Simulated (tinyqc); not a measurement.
LDA (PW92) atom on a uniform radial grid, spin-unpolarised, for B+, step by step. Computed by tinyqc, a small Python program that keeps every step. Settings: Z = 5, points = 192, R = 7.4, functional = lda,pw, mixing = 0.4, iteration cap = 64. Command: `OMP_NUM_THREADS=1 python tinyqc.py 29703 29704 out.jsonl` (the two numbers bound the seeds that draw the settings). One thread of a shared host (Intel(R) Xeon(R) Processor @ 2.60GHz), about 0.3 s of CPU time with the checks. Later iterations appear only in the table of the cycle.

## Iteration 1

Spherical atom on a uniform radial grid r_j = j h with h = R/(N + 1), h sum u^2 = 1 and integrals as h times sums, u(0) = u(R) = 0 (atomic units):
```
parameter,value
Z,5
points N,192
R,7.400000
h,0.038342
mixing,0.400000
electrons in 1s,2
electrons in 2s,2
```

Three-point differences turn -u''/2 + [l(l+1)/2r^2 - Z/r + V] u = e u into a tridiagonal matrix (diagonal 1/h^2 + potential, off-diagonal -1/2h^2). D = sum f u^2; the Hartree potential y/r solves y'' = -D/r with y(0) = 0, y(R) = N_e; v_xc comes from rho = D/(4 pi r^2); E = sum f e - int D V + int D (V_H/2 + eps_xc); V(new) = V + mixing (V_H + v_xc - V).

eigenvalues (hartree): 1s -12.387211, 2s -3.117855

Every 12th grid point:
```
r,V in,u(1s),u(2s),D,V_H,v_xc
0.460104,0.000000,1.035954,-0.167649,2.202613,6.119003,-1.002524
0.920207,0.000000,0.210518,-0.945882,1.878022,3.865414,-0.617397
1.380311,0.000000,0.032085,-0.849272,1.444584,2.811008,-0.442924
1.840415,0.000000,0.004347,-0.527934,0.557467,2.159422,-0.277825
2.300518,0.000000,0.000552,-0.276197,0.152570,1.736664,-0.164432
2.760622,0.000000,0.000067,-0.130571,0.034098,1.448660,-0.094267
3.220725,0.000000,0.000008,-0.057729,0.006665,1.241918,-0.052754
3.680829,0.000000,9.27e-07,-0.024337,0.001185,1.086707,-0.028874
4.140933,0.000000,1.06e-07,-0.009900,0.000196,0.965965,-0.015474
4.601036,0.000000,1.20e-08,-0.003918,0.000031,0.869369,-0.008134
5.061140,0.000000,1.34e-09,-0.001516,4.60e-06,0.790336,-0.004202
5.521244,0.000000,1.48e-10,-0.000576,6.64e-07,0.724474,-0.002139
5.981347,0.000000,1.63e-11,-0.000215,9.27e-08,0.668746,-0.001074
6.441451,0.000000,0,-0.000079,1.23e-08,0.620978,-0.000530
6.901554,0.000000,0,-0.000026,1.34e-09,0.579580,-0.000244
7.361658,0.000000,0,-1.65e-06,0,0.543356,-0.000038
```

total energy = -22.93607850 hartree

## Iteration 2

As before.

eigenvalues (hartree): 1s -9.846241, 2s -1.976091

Every 12th grid point:
```
r,V in,u(1s),u(2s),D,V_H,v_xc
0.460104,2.046592,1.064094,-0.076789,2.276385,5.869246,-1.013017
0.920207,1.299207,0.249147,-0.815269,1.453475,3.714921,-0.570138
1.380311,0.947234,0.045242,-0.866744,1.506586,2.748293,-0.448690
1.840415,0.752639,0.007422,-0.639508,0.818051,2.140317,-0.312137
2.300518,0.628893,0.001153,-0.399805,0.319691,1.731820,-0.205292
2.760622,0.541757,0.000173,-0.227235,0.103271,1.447562,-0.131210
3.220725,0.475665,0.000025,-0.121428,0.029489,1.241687,-0.082334
3.680829,0.423133,3.66e-06,-0.062157,0.007727,1.086661,-0.050898
4.140933,0.380196,5.21e-07,-0.030827,0.001901,0.965956,-0.031033
4.601036,0.344494,7.34e-08,-0.014922,0.000445,0.869368,-0.018675
5.061140,0.314454,1.03e-08,-0.007085,0.000100,0.790335,-0.011100
5.521244,0.288934,1.43e-09,-0.003309,0.000022,0.724474,-0.006520
5.981347,0.267069,1.97e-10,-0.001518,4.61e-06,0.668746,-0.003780
6.441451,0.248179,2.72e-11,-0.000673,9.05e-07,0.620978,-0.002140
6.901554,0.231734,0,-0.000260,1.35e-07,0.579580,-0.001105
7.361658,0.217327,0,-0.000018,6.27e-10,0.543356,-0.000182
```

total energy = -23.51107354 hartree

## Convergence

Stop when input and output potentials agree to 1e-7.

Course of the cycle (hartree):
```
iteration,E,e(1s),e(2s),largest |V(out) - V(in)|
1,-22.93607850,-12.387211,-3.117855,8.33e+00
2,-23.51107354,-9.846241,-1.976091,4.42e+00
3,-23.71652977,-8.477979,-1.384178,2.31e+00
4,-23.78451204,-7.749690,-1.072647,1.19e+00
5,-23.80561525,-7.366224,-0.906635,6.09e-01
6,-23.81185892,-7.166114,-0.817354,3.09e-01
7,-23.81364791,-7.062385,-0.769015,1.57e-01
8,-23.81415093,-7.008874,-0.742706,7.96e-02
9,-23.81429104,-6.981369,-0.728324,4.04e-02
10,-23.81432995,-6.967271,-0.720430,2.06e-02
11,-23.81434078,-6.960064,-0.716080,1.05e-02
...,...,...,...,...
22,-23.81434499,-6.952622,-0.710650,1.43e-05
23,-23.81434499,-6.952621,-0.710645,8.14e-06
24,-23.81434499,-6.952620,-0.710643,4.65e-06
25,-23.81434499,-6.952620,-0.710641,2.89e-06
26,-23.81434499,-6.952620,-0.710640,1.81e-06
27,-23.81434499,-6.952620,-0.710640,1.12e-06
28,-23.81434499,-6.952620,-0.710640,6.92e-07
29,-23.81434499,-6.952620,-0.710639,4.24e-07
30,-23.81434499,-6.952620,-0.710639,2.59e-07
31,-23.81434499,-6.952620,-0.710639,1.57e-07
32,-23.81434499,-6.952620,-0.710639,9.54e-08
```

Converged in 32 iterations. A uniform grid resolves the cusp poorly: for a bare nucleus this grid gives 1s at -12.38721 against -Z^2/2 = -12.5 hartree. Before convergence this energy mixes input and output and is not variational, so it may rise towards its limit.
